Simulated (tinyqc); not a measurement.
Inputs raised by 10 %, one at a time: chemically amplified photoresist: aerial image, acid generation, bake, development and line width. Computed by tinyqc, a small Python program. Command: `OMP_NUM_THREADS=1 python tinyqc.py 3016932 3016933 out.jsonl resist sens`. One thread of a shared host (Intel(R) Xeon(R) Processor @ 2.30GHz), about 0.04 s of CPU time with the checks.

Lines and spaces of pitch p with a two-beam-like image; x = 0 is the middle of the bright space. The resist is positive and treated as uniform in depth.

Inputs (values chosen for the exercise, for a model resist at 13.5 nm):

| quantity | value | unit |
|---|---|---|
| pitch p | 35 | nm |
| image contrast c | 0.5 | - |
| mean dose E | 4.73 | mJ/cm^2 |
| Dill parameter C | 0.024 | cm^2/mJ |
| quencher load q, relative to the acid generator | 0.061 | - |
| acid diffusivity D | 0.034 | nm^2/s |
| bake time t | 90 | s |
| amplification rate k_amp | 0.042 | 1/s |
| threshold protection m_th | 0.65 | - |
| development selectivity n | 5 | - |
| largest rate r_max | 130 | nm/s |
| smallest rate r_min | 0.025 | nm/s |
| resist thickness d | 31 | nm |
| development time t_d | 60 | s |

Method:
- Dose E(x) = E [1 + c cos(2 pi x/p)]; acid h = 1 - exp(-C E(x)).
- Bake: the acid image is blurred by a Gaussian of variance sigma^2 = 2 D t (each Fourier term k of h, taken on 64 points, is multiplied by exp(-4 pi^2 k^2 D t/p^2)).
- Cosine coefficients: h(x) = sum_k h_k cos(2 pi k x/p).
- The quencher then removes q, h_eff = max(h_blurred - q, 0); protection m = exp(-k_amp t h_eff).
- Mack rate r = r_max (a + 1)(1 - m)^n/(a + (1 - m)^n) + r_min, a = ((n + 1)/(n - 1))(1 - m_th)^n.
- Edge: vertical development clears the film where r t_d >= d; the space width is twice the x where r = d/t_d.
- Dose sensitivity = d ln(width)/d ln E from widths at 1.005 E and E/1.005; image log-slope at the edge = |d ln E/dx|, normalised by the width (NILS); latitude for 10 % of width = 10 %/sensitivity.

Runs:

| input moved | from | to | space width (nm) | dose sensitivity | dose latitude (%) | blur factor of the first harmonic |
|---|---|---|---|---|---|---|
| base run | - | - | 20.172 | 1.1169 | 8.953 | 0.90609 |
| mean dose E (mJ/cm^2) | 4.73 | 5.203 | 22.284 | 0.9838 | 10.164 | 0.90609 |
| Dill parameter C (cm^2/mJ) | 0.024 | 0.0264 | 22.284 | 0.9838 | 10.164 | 0.90609 |
| quencher load q, relative to the acid generator | 0.061 | 0.0671 | 18.680 | 1.2557 | 7.963 | 0.90609 |
| acid diffusivity D (nm^2/s) | 0.034 | 0.0374 | 20.195 | 1.1273 | 8.871 | 0.89720 |
| amplification rate k_amp (1/s) | 0.042 | 0.0462 | 20.968 | 1.0589 | 9.444 | 0.90609 |
| bake time t (s) | 90 | 99 | 20.999 | 1.0688 | 9.356 | 0.89720 |
| threshold protection m_th | 0.65 | 0.715 | 21.901 | 1.0031 | 9.969 | 0.90609 |

Exponents ln(y'/y) / ln(x'/x):

| input | space width | dose sensitivity | dose latitude | blur factor of the first harmonic |
|---|---|---|---|---|
| mean dose E | 1.044 | -1.331 | 1.331 | 0.000 |
| Dill parameter C | 1.044 | -1.331 | 1.331 | 0.000 |
| quencher load q, relative to the acid generator | -0.807 | 1.229 | -1.229 | 0.000 |
| acid diffusivity D | 0.012 | 0.097 | -0.097 | -0.103 |
| amplification rate k_amp | 0.406 | -0.560 | 0.560 | 0.000 |
| bake time t | 0.422 | -0.462 | 0.462 | -0.103 |
| threshold protection m_th | 0.863 | -1.127 | 1.127 | 0.000 |

Among the inputs moved here: space width answers most in size to mean dose E (exponent +1.044), and about equally to Dill parameter C (+1.044). Dose sensitivity answers most in size to mean dose E (exponent -1.331), and about equally to Dill parameter C (-1.331). Dose latitude answers most in size to mean dose E (exponent +1.331), and about equally to Dill parameter C (+1.331). Blur factor of the first harmonic answers most in size to acid diffusivity D (exponent -0.103), and about equally to bake time t (-0.103); its exponent is below 0.0005 for mean dose E, Dill parameter C, quencher load q, relative to the acid generator, amplification rate k_amp, threshold protection m_th.

Caution (all rows): lateral development, standing waves and the joint diffusion of acid and quencher are left out, so widths are indicative.
